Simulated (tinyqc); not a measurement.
Body thickness for a wanted scale length.

Inverse problem. A double-gate structure has tan(pi ti/Lambda) tan(pi ts/(2 Lambda)) = ei/eps_r, both angles below pi/2. Find ts.

Values chosen for this exercise; permittivities: semiconductor close to that of silicon, insulator close to that of hafnium oxide: relative permittivity of the semiconductor eps_r = 11.6; relative permittivity of the insulator ei = 22.8; insulator thickness ti = 10 nm.

Lambda = 28.645352 nm

Solution. The condition is explicit in ts: an arctangent, taken between 0 and pi/2.

ts = 14.4 nm

Computed by the program tinyqc: `OMP_NUM_THREADS=1 python tinyqc.py 2420135 2420136 out.jsonl`, one thread of a shared Intel Xeon 2.30GHz, about 0.01 s for the whole run.
